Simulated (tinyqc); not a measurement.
Shallow donor in an anisotropic valley (effective-mass theory): one step. The minimum. Four cases, with inputs chosen for the exercise.

Task: Minimise over a and b. The Mott estimate n_c = (0.25/a_m)^3 uses a_m = (a^2 b)^(1/3); 1/angstrom^3 = 1e24/cm^3.

One valley: H = -c [(d2/dx2 + d2/dy2)/mt + (d2/dz2)/ml] - q/(eps r), c = hbar^2/2m0, q = e^2/(4 pi eps0). Trial function exp(-sqrt((x^2 + y^2)/a^2 + z^2/b^2)) with a > b: T = (c/3)(2/(mt a^2) + 1/(ml b^2)), V = -(q/eps) atan(u/b)/u, u = sqrt(a^2 - b^2). The central cell of the impurity is left out.

Constants: hbar^2/2m0 = 3.80998211 eV angstrom^2; e^2/(4 pi eps0) = 14.39964547 eV angstrom.

Case 1.

Values chosen (out of a larger set: near those of a group-V donor in Si; not measured data): ml = 0.93 m0 (longitudinal mass); mt = 0.193 m0 (transverse mass); eps = 11.3 (dielectric constant).

Case 2.

Values chosen (out of a larger set: near those of a group-V donor in Si; not measured data): ml = 0.953 m0 (longitudinal mass); mt = 0.19 m0 (transverse mass); eps = 11.5 (dielectric constant).

Case 3.

Values chosen (out of a larger set: near those of GaP; not measured data): ml = 2.054 m0 (longitudinal mass); mt = 0.259 m0 (transverse mass); eps = 10.9 (dielectric constant).

Case 4.

Values chosen (out of a larger set: near those of AlAs; not measured data): ml = 1.062 m0 (longitudinal mass); mt = 0.197 m0 (transverse mass); eps = 9.8 (dielectric constant).

Give: a; b; E; a_m; n_c.

Result:

Case 1.

a = 23.18 angstrom
b = 13.31 angstrom
E = -32.204 meV
a_m = 19.27 angstrom
n_c = 2.18 x 1e18/cm^3

b/a = 0.574. The binding energy is 1.566 times Ry*(mt). The central cell of a real donor shrinks the orbit and raises n_c (3.7 x 1e18/cm^3 for P in Si).

Case 2.

a = 23.81 angstrom
b = 13.49 angstrom
E = -30.904 meV
a_m = 19.70 angstrom
n_c = 2.04 x 1e18/cm^3

b/a = 0.566. The binding energy is 1.581 times Ry*(mt). The central cell of a real donor shrinks the orbit and raises n_c (3.7 x 1e18/cm^3 for P in Si).

Case 3.

a = 15.48 angstrom
b = 7.48 angstrom
E = -51.980 meV
a_m = 12.15 angstrom
n_c = 8.72 x 1e18/cm^3

b/a = 0.483. The binding energy is 1.753 times Ry*(mt). The central cell of a real donor shrinks the orbit and raises n_c.

Case 4.

a = 19.36 angstrom
b = 10.69 angstrom
E = -44.878 meV
a_m = 15.88 angstrom
n_c = 3.90 x 1e18/cm^3

b/a = 0.552. The binding energy is 1.608 times Ry*(mt). The central cell of a real donor shrinks the orbit and raises n_c.

Computed by tinyqc, one run a case: `OMP_NUM_THREADS=1 python tinyqc.py N N+1 out.jsonl` with N = 1280475, 1280523, 1280985, 1281016; one thread of a shared Intel(R) Xeon(R) Processor @ 2.30GHz, about 0.01 s a run at most.
